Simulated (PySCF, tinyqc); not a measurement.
Inside a calculation. Method: RHF in the sto-6g basis, for H2, spin multiplicity 1. This run ends on a higher stationary point, not on the lowest solution. The lowest restricted solution is unstable here: a spin-polarised one lies 0.0160 hartree lower (PySCF). Computed by tinyqc, a small Python program that keeps every step (integrals from PySCF). Settings: charge = 0, multiplicity = 1, basis = sto-6g, energy threshold = 1e-08, iteration cap = 72, orthogonalisation = symmetric, start = random, DIIS depth = 3, shift = 0.2, method = RHF. Command: `OMP_NUM_THREADS=1 python tinyqc.py 23352 23353 out.jsonl` (the two numbers bound the seeds that draw the settings). One thread of a shared host (Intel(R) Xeon(R) Processor @ 2.60GHz), about 0.06 s of CPU time with the checks.

Geometry (angstrom):
```
atom         x         y         z
H     0.000000  0.000000  0.000000
H     0.000000  0.000000  1.331000
```

Stop when the energy changes by less than 1e-08 hartree and every element of the error matrix X^T (F D S - S D F) X is below 3e-05.

Course of the cycle:
```
iteration  E (hartree)     change  largest element of the error matrix
1          -0.31209751          -                             1.03e-02
2          -0.31248506  -3.88e-04                             5.92e-03
3          -0.31251201  -2.70e-05                             5.47e-03
4          -0.31253486  -2.28e-05                             5.06e-03
5          -0.31255617  -2.13e-05                             4.64e-03
6          -0.31257417  -1.80e-05                             4.25e-03
7          -0.31258935  -1.52e-05                             3.90e-03
8          -0.31260213  -1.28e-05                             3.57e-03
9          -0.31261288  -1.07e-05                             3.26e-03
10         -0.31262190  -9.02e-06                             2.99e-03
11         -0.31262946  -7.56e-06                             2.73e-03
12         -0.31263580  -6.34e-06                             2.50e-03
13         -0.31264111  -5.30e-06                             2.28e-03
14         -0.31264554  -4.44e-06                             2.09e-03
...                ...        ...                                  ...
48         -0.31266794  -9.28e-09                             9.50e-05
49         -0.31266795  -7.73e-09                             8.67e-05
50         -0.31266795  -6.45e-09                             7.92e-05
51         -0.31266796  -5.37e-09                             7.23e-05
52         -0.31266796  -4.48e-09                             6.60e-05
53         -0.31266797  -3.73e-09                             6.03e-05
54         -0.31266797  -3.11e-09                             5.50e-05
55         -0.31266797  -2.59e-09                             5.02e-05
56         -0.31266797  -2.16e-09                             4.59e-05
57         -0.31266798  -1.80e-09                             4.19e-05
58         -0.31266798  -1.50e-09                             3.82e-05
59         -0.31266798  -1.25e-09                             3.49e-05
60         -0.31266798  -1.04e-09                             3.19e-05
61         -0.31266798  -8.71e-10                             2.91e-05
```

Can the last value be used, and what does the course show?

No, though the log alone does not show it. Converged in 61 iterations. But the solution lies 0.65798 hartree above the reference: it is another stationary point, not the lowest restricted one. Reruns (cap 100 unless said): DIIS 8: converged in 14; damping 0.5: converged in 25 to a higher stationary point; level shift 0.5: converged in 30 to a higher stationary point; atomic densities as start, DIIS 8: converged in 3. PySCF RHF in the same basis = -0.97064827 hartree.
